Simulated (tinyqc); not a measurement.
Raising U: Hubbard chain of 4 sites, mean field against exact. Computed by the program tinyqc. Collinear unrestricted mean field (the lowest of 40 random starts) against exact diagonalisation.

one-body matrix (hopping and site energies) (eV):
```
,1,2,3,4
1,0.0000,-0.6000,0.0000,0.0000
2,-0.6000,0.0000,-0.6000,0.0000
3,0.0000,-0.6000,0.0000,-0.6000
4,0.0000,0.0000,-0.6000,0.0000
```

electrons, up and down: 2  2

Exact and mean-field results (eV):
```
U,U/t,E exact,E mean field,mean |n_up - n_down|,"double occupancy, exact",first gap in the sector
0.3000,0.5000,-2.398850,-2.383282,0.0000,0.2241,0.6584
0.6000,1.0000,-2.145219,-2.083282,0.0000,0.1988,0.5872
1.2000,2.0000,-1.725566,-1.498223,0.3935,0.1521,0.4733
1.8000,3.0000,-1.408456,-1.105195,0.6966,0.1138,0.3881
2.4000,4.0000,-1.171887,-0.860593,0.8199,0.0849,0.3241
3.6000,6.0000,-0.859162,-0.588601,0.9177,0.0494,0.2386
4.8000,8.0000,-0.670303,-0.445242,0.9534,0.0312,0.1864
7.2000,12.0000,-0.460841,-0.298602,0.9792,0.0152,0.1283
12.0000,20.0000,-0.281172,-0.179699,0.9925,0.0057,0.0783
```

What does the comparison show, and why?

In absolute terms mean field is worst at U/t = 4.0, 0.311 eV too high: at small U it is nearly exact, and at large U it misses only exchange-scale energies. Its local moments set in at U/t = 2.0 of those listed, a broken symmetry that the exact state of a finite cluster with equal spins does not have. Relative to the exact energy its error is 0.6 % at the smallest U, 36 % at most and 36 % at the largest. The double occupancy falls from 0.224 to 0.006; at the largest U the first gap is 0.65 times the exchange scale 4t^2/U.
